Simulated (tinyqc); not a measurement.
Inside a calculation. Model: resistance of a tapered via with liner, size effect and interface.

tinyqc, about 0.01 s, one thread, Intel Xeon 2.30GHz (shared host): `OMP_NUM_THREADS=1 python tinyqc.py 2750102 2750103 out.jsonl` Printed values are rounded.

A round via whose diameter grows from db at the bottom as D(z) = db + 2 z/tan(ang). The fill, of diameter D - 2 tl, starts above the bottom liner (thickness fb tl) and has rho = rho0 (1 + ks lam/(D - 2 tl)); the sidewall liner conducts in parallel with it. The bottom liner and the interface are crossed over the full area pi db^2/4. Spreading in the lines above and below is left out.

Values chosen for this exercise; fill metal close to molybdenum: diameter at the bottom db = 40 nm; height hv = 150 nm; sidewall angle ang = 87 degrees; bulk resistivity of the fill rho0 = 5.38 uohm cm; mean free path of the fill lam = 11.5 nm; size-effect factor ks = 1.3; liner on the sidewall tl = 0.2 nm; liner at the bottom over that on the sidewall fb = 0.5; resistivity of the liner rl = 360 uohm cm; interface resistivity at the bottom ri = 6e-12 ohm cm^2; ballistic conductance per area, about 3/(4 rho0 lam) Sb = 1.3e15 S/m^2.

## Slices of the via

Slices between z0 = fb tl and hv, evaluated at their midpoints: conductance per length pi/4 [(D - 2 tl)^2/rho + (D^2 - (D - 2 tl)^2)/rl], slice resistance = slice height over that. 10 slices.

```
slice	z (nm)	D (nm)	rho (uohm cm)	slice resistance (ohm)
0	7.595	40.7961	7.37106	0.861760
1	22.5850	42.3673	7.29652	0.790383
2	37.5750	43.9384	7.22736	0.727419
3	52.5650	45.5096	7.16301	0.671607
4	67.5550	47.0808	7.10300	0.621912
5	82.5450	48.6520	7.04689	0.577481
6	97.5350	50.2232	6.99433	0.537599
7	112.525	51.7944	6.94498	0.501673
8	127.515	53.3656	6.89855	0.469198
9	142.505	54.9367	6.85480	0.439751
```

## Total resistance

R_fill = sum of the slices; R_bottom = rl fb tl/(pi db^2/4); R_interface = ri/(pi db^2/4); ballistic (Sharvin) limit 1/(Sb pi (db - 2 tl)^2/4); ideal cylinder rho0 hv/(pi db^2/4).

parts (ohm): fill 6.19878, bottom liner 0.286479, interface 0.477465
R = 6.96273 ohm
shares (%): fill 89.0281, bottom liner 4.1145, interface 6.8574
ballistic limit = 0.624563 ohm
ideal cylinder = 6.42190 ohm

The fill is the largest part, and R is 1.08 times the ideal cylinder. With 2000 slices R = 6.9650 ohm.
